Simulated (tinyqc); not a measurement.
Single-photon avalanche diode, trigger probability and counting: effect of the excess bias.

A multiplication layer of width W with the uniform field V/W; alpha = an exp(-bn/E) for electrons, beta = ap exp(-bp/E) for holes (local model, no dead space). a = alpha W, b = beta W. Electrons enter at x = 0, holes at x = W. P0 is the probability that an electron entering at 0 starts a lasting avalanche, PW the same for a hole entering at W.

Breakdown: ln(a/b) = a - b with a not equal to b. Above it PW/(1 - PW) = [P0/(1 - P0)] exp(b - a) and b ln(1 - P0) = a ln(1 - PW); the mean over pairs made evenly in the layer is Pm = ln[(1 - PW)/(1 - P0)]/(a - b). PDP = eta P0; dark counts Gd Pm; avalanche charge Cd Vx/q; afterpulse probability pa (Cd Vx/q) exp(-td/tt) Pm; true rate n = nph PDP + dark counts; measured n/(1 + n td) (non-paralysable) or n exp(-n td) (paralysable); recharge time Rq Cd.

Inputs (values chosen for the exercise); ionisation coefficients close to those of germanium: electron prefactor an = 1.59e7 1/cm; electron field bn = 1.59 MV/cm; hole prefactor ap = 1.01e7 1/cm; hole field bp = 1.27 MV/cm; width of the multiplication layer W = 1 um; probability that a photon makes a pair that enters the layer eta = 0.7; thermal generation rate in the layer Gd = 110 1/s; dead time td = 5 ns; diode capacitance Cd = 90 fF; quench resistance Rq = 50 kohm; trapping probability per avalanche carrier pa = 1.4e-7; trap release time tt = 7.7 ns; photon rate nph = 2.2e5 1/s.

Constants: q = 1.602176634e-19 C. Results are converted to the units shown.

Results:
```
Vx (V)  Vx/VB (%)        P0       PW       Pm       PDP  dark counts (1/s)  afterpulse (%)
0.2        1.0070  0.073181  0.21174  0.13226  0.051227             14.549         0.10867
0.31       1.5608   0.11167  0.30755  0.19736  0.078171             21.710         0.25135
0.5        2.5174   0.17534  0.44543  0.29854   0.12274             32.839         0.61322
1.3        6.5453   0.40748  0.77869  0.60328   0.28524             66.361          3.2219
2          10.070   0.56821  0.90031  0.76105   0.39775             83.716          6.2531
3.2        16.111   0.76665  0.97533  0.90323   0.53665             99.355          11.874
5          25.174   0.92547  0.99746  0.97831   0.64783             107.61          20.095
7.9        39.775   0.99432  0.99997  0.99892   0.69603             109.88          32.420
```

Estimate the missing row, Vx = 0.79 V.

Computed row:
```
Vx (V)  Vx/VB (%)       P0       PW       Pm      PDP  dark counts (1/s)  afterpulse (%)
0.79       3.9775  0.26597  0.60344  0.42908  0.18618             47.199          1.3926
```

With this row back in the table: VB is 19.86 V. P0 rises from 0.0732 to 0.994 and PW rises from 0.212 to 1.00; P0 goes as Vx^(0.96) at the start and Vx^(0.16) at the end. Holes trigger better in every row. The afterpulse probability keeps growing, as Vx^(1.05) at the end, because the avalanche charge grows with Vx. For Vx = 5, 7.9 the excess bias passes a quarter of VB, where tunnelling adds dark counts that are left out here.

Program tinyqc, `OMP_NUM_THREADS=1 python tinyqc.py 2630041 2630042 out.jsonl`; Intel Xeon 2.30GHz, shared host, one thread, about 0.01 s.
